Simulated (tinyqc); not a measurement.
# MOSFET in the linear regime without short-channel effects, parameter extraction from computed curves: what changes with what

Inversion charge Q = Cox n Vt W0(exp((Vg - VT)/(n Vt))), W0 the Lambert function and n = nf; u = Q/Cox; mobility mu = mu0/(1 + th1 u + th2 u^2); channel resistance Rch = (L - dL)/(W mu Q); Id = Vd/(Rch + Rsd/W). Cox = eps0 eox/tox. Small Vd, no channel-length or drain effects.

Parameters, values chosen for the exercise; channel values of the order met in silicon transistors:
- T = 77 K (temperature)
- eox = 3.9 (relative permittivity of the gate insulator (close to silicon dioxide))
- tox = 2.3 nm (insulator thickness)
- mu0 = 200 cm^2/(V s) (low-field mobility)
- th1 = 0.53 1/V (first mobility attenuation factor)
- th2 = 0 1/V^2 (second mobility attenuation factor)
- VT = 0.6 V (threshold voltage)
- nf = 1.48 (body factor)
- W = 1 um (gate width)
- L = 0.25 um (drawn gate length)
- dL = 0.008 um (drawn less effective length)
- Rsd = 440 ohm um (source plus drain resistance)
- Vd = 0.01 V (drain voltage)

Constants: q = 1.602176634e-19 C, kB = 1.380649e-23 J/K, Vt = kB T/q, eps0 = 8.8541878128e-14 F/cm where lengths are in cm. Results are converted to the units shown.

Each table varies one quantity; the others keep the values above.

## Extraction methods against the source plus drain resistance

From the continuous curve Id(Vg): tangent at peak gm (V_ext = Vg - Id/gm); constant current Id = 0.1 uA W/L; peak of d2Id/dVg2; Y = Id/sqrt(gm) drawn through Vg = VT + 0.6 and VT + 0.8 V, with intercept VT_Y and slope s. Mobilities gm,max L/(W Cox Vd) and s^2 L/(W Cox Vd) with the drawn L. Last column: share of Rsd/W in the total resistance at VT + 0.8 V.

Results:

| Rsd (ohm um) | V_ext (V) | constant current (V) | second derivative (V) | VT_Y (V) | mobility from gm (cm^2/(V s)) | mobility from Y (cm^2/(V s)) | series share (%) |
|---|---|---|---|---|---|---|---|
| 0 | 0.607 | 0.645 | 0.598 | 0.626 | 170 | 201 | 0 |
| 50 | 0.607 | 0.645 | 0.598 | 0.626 | 168 | 201 | 3.24 |
| 100 | 0.606 | 0.645 | 0.598 | 0.626 | 166 | 201 | 6.28 |
| 200 | 0.605 | 0.645 | 0.598 | 0.626 | 163 | 201 | 11.8 |
| 400 | 0.604 | 0.645 | 0.598 | 0.626 | 158 | 201 | 21.1 |
| 1500 | 0.599 | 0.647 | 0.597 | 0.626 | 138 | 201 | 50.1 |

Estimate the missing row, Rsd = 800 ohm um.

Computed row:

| Rsd (ohm um) | V_ext (V) | constant current (V) | second derivative (V) | VT_Y (V) | mobility from gm (cm^2/(V s)) | mobility from Y (cm^2/(V s)) | series share (%) |
|---|---|---|---|---|---|---|---|
| 800 | 0.602 | 0.646 | 0.597 | 0.626 | 149 | 201 | 34.9 |

With this row back in the table: The model has VT = 0.6 V and mu0 = 200 cm^2/(V s). Over the table the extracted thresholds move by 7.9 mV (tangent), 2.8 mV (constant current), 1.5 mV (second derivative), under 0.5 mV (Y function). The mobility from gm falls from 170 to 138 and that from Y stays near 201 cm^2/(V s). Y cancels the series resistance, which multiplies Id and sqrt(gm) by the same factor.

## Extraction methods against the drawn gate length

Same model as above.

Extraction methods against the drawn gate length:

| L (um) | V_ext (V) | constant current (V) | second derivative (V) | VT_Y (V) | mobility from gm (cm^2/(V s)) | mobility from Y (cm^2/(V s)) | series share (%) |
|---|---|---|---|---|---|---|---|
| 0.03 | 0.594 | 0.640 | 0.595 | 0.626 | 145 | 265 | 76.4 |
| 0.062 | 0.598 | 0.643 | 0.597 | 0.626 | 147 | 223 | 56.9 |
| 0.13 | 0.601 | 0.645 | 0.597 | 0.626 | 153 | 207 | 36.9 |
| 0.27 | 0.604 | 0.645 | 0.598 | 0.626 | 157 | 200 | 21.4 |
| 0.56 | 0.605 | 0.646 | 0.598 | 0.626 | 160 | 197 | 11.5 |
| 1.2 | 0.606 | 0.646 | 0.598 | 0.626 | 162 | 195 | 5.65 |
| 2.4 | 0.607 | 0.646 | 0.598 | 0.626 | 163 | 195 | 2.90 |
| 5 | 0.607 | 0.646 | 0.598 | 0.626 | 164 | 194 | 1.41 |

Read the table: what changes, and by how much?

The model has VT = 0.6 V and mu0 = 200 cm^2/(V s). Over the table the extracted thresholds move by 13 mV (tangent), 6.3 mV (constant current), 3.0 mV (second derivative), under 0.5 mV (Y function). The mobility from gm rises from 145 to 164 and that from Y falls from 265 to 194 cm^2/(V s).

Numbers from tinyqc (`OMP_NUM_THREADS=1 python tinyqc.py 2210119 2210120 out.jsonl`; about 0.01 s on one thread of a shared Intel Xeon 2.30GHz).
